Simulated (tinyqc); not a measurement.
From wire to sheet: nanosheet or nanowire with hard walls, valleys of the Si type.

Six ellipsoidal valleys along the cube axes: inverse mass tensor w = 1/mt + (1/ml - 1/mt) a a^T with a the unit axis. Device axes: x along the channel, z = [001], y = z x x.

Hard walls around a W x H rectangle. The block w_c of w in (y, z) confines; the transport mass follows from 1/m_x = w_xx - w_xc w_c^-1 w_cx. The cross-section problem c (w_yy ky^2 + 2 w_yz ky kz + w_zz kz^2), c = hbar^2/2m0, is solved in products sin(n pi y/W) sin(l pi z/H), n, l = 1 to 12; if w_yz = 0 the levels are c pi^2 (w_yy n^2/W^2 + w_zz l^2/H^2). The w_yz term couples (n, l) to (n', l') by -2 c w_yz D_nn'(W) D_ll'(H) with D_nm(L) = 4 n m/(L (n^2 - m^2)) for n + m odd and 0 otherwise.

Without degeneracy the line density is N1 exp((EF - Ec)/kB T) with N1 = sum 2 g sqrt(m_x kB T/(4 pi c)) exp(-E/kB T), here over n, l up to 80 where w_yz = 0 and over all levels of a 12 x 12 sine basis otherwise; the classical value is W H Nc with Nc = 2 g_all (m_dos kB T/(4 pi c))^(3/2), m_dos = (ml mt^2)^(1/3); dVt = kB T ln(W H Nc/N1).

Constants: hbar^2/2m0 = 3.80998211 eV angstrom^2; kB = 8.617333262e-05 eV/K.

Values chosen for the exercise (near those of Si; the results hold for these values, not for the real material):
```
symbol   value                            unit      meaning
ml       0.905                            m0        longitudinal mass
mt       0.188                            m0        transverse mass
T        300                              K         temperature
g_all    6                                          number of valleys
channel  110                                        transport direction x on a (001) wafer
H        76                               angstrom  height, along z = [001]
Ws       (25, 35, 50, 75, 110, 170, 260)  angstrom  widths
```

Valleys:
```
group  valleys g     w_yy     w_zz   |w_yz|  m_x (m0)
A              2  5.31915  1.10497  0.00000   0.18800
B              4  3.21206  5.31915  0.00000   0.54650
```

Lowest level of each group (groups ordered by w_zz, then w_yy) and dVt against the width.

Results:
```
W (angstrom)  A1 (eV)  B1 (eV)  dVt (mV)
25             0.3272   0.2279     201.6
35             0.1705   0.1332     113.3
50             0.0872   0.0829      66.4
75             0.0428   0.0561      42.6
110            0.0237   0.0446      33.0
170            0.0141   0.0388      27.5
260            0.0102   0.0364      24.5
```

dVt falls from 202 to 25 mV. The lowest group changes from B to A between W = 50 and 75 angstrom (H = 76). At the widest W the lowest level is 0.0102 eV; the film limit c pi^2 w_zz/H^2 of that group is 0.0072 eV.

Run: tinyqc, `OMP_NUM_THREADS=1 python tinyqc.py 1250098 1250099 out.jsonl`; Intel(R) Xeon(R) Processor @ 2.30GHz, one thread, shared host; about 0.03 s of CPU time with all checks.
